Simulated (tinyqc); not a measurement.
Mirror strength against the number of periods: longitudinal sound in a periodic multilayer: transfer matrices, stop bands and folded phonons. Computed by tinyqc, a small Python program. Command: `OMP_NUM_THREADS=1 python tinyqc.py 3015987 3015988 out.jsonl multilayer walk`. One thread of a shared host (Intel(R) Xeon(R) Processor @ 2.30GHz), about 0.01 s of CPU time with the checks.

Layers 1 and 2 repeat with period d = d_1 + d_2; waves travel normal to the layers, without loss. State vector (u, s): displacement u and stress divided by omega. Impedances Z = rho v are in 1e6 kg/(m^2 s).

Inputs (values chosen for the exercise, modelled on gallium arsenide (layer 1), aluminium arsenide (layer 2) and gallium arsenide (substrate)):
```
quantity            value    unit
density rho_1        5.42  g/cm^3
velocity v_1         4810     m/s
thickness d_1         445      nm
density rho_2         3.8  g/cm^3
velocity v_2         5680     m/s
thickness d_2         531      nm
substrate density    5.25  g/cm^3
substrate velocity   4670     m/s
frequency f          2.23     GHz
```

Method:
- Z = rho v; interface reflection r = (Z_2 - Z_1)/(Z_2 + Z_1) (stress amplitude, from 1 into 2); Bragg frequency f_B = 1/[2 (d_1/v_1 + d_2/v_2)]; long-wave velocity v_eff = d/sqrt[(d_1/v_1)^2 + (d_2/v_2)^2 + (Z_1/Z_2 + Z_2/Z_1)(d_1/v_1)(d_2/v_2)].
- A layer maps (u, s) by [[cos p, sin p/Z], [-Z sin p, cos p]], p = 2 pi f d_i/v_i; one period is M = M_2 M_1, and cos(q d) = trace(M)/2.
- For N periods A = M^N. A wave comes from a thick layer of material 1 and leaves into the substrate (Z_s): transmitted power T = 4 Z_1 Z_s/|Z_1 A_22 + Z_s A_11 - i (Z_1 Z_s A_12 - A_21)|^2, reflected power R = 1 - T.

Bragg frequency f_B = 2.68815 GHz

Z_2 = 21.584

Z_1 = 26.0702

Z of the substrate = 24.5175

trace(M)/2 = -0.876680

Transmitted power:
```
N     T at f_B  T at f_B (dB)   T at f
1      0.97541       -0.10815  0.97694
2      0.88866       -0.51266  0.91774
3      0.76009        -1.1913  0.87880
4      0.61588        -2.1050  0.88988
6      0.35788        -4.4626  0.99384
8      0.18736        -7.2731  0.93325
12    0.044732        -13.494  0.98445
16    0.010051        -19.978  0.87751
24  4.9222e-04        -33.078  0.95679
```

At f_B each further period removes 1.64 dB at large N, which is 20 log10 of the impedance ratio, 1.64 dB, as for a quarter-wave stack; 99 % reflection needs N = 24 among these rows. At f, in a pass band, T does not decay with N.
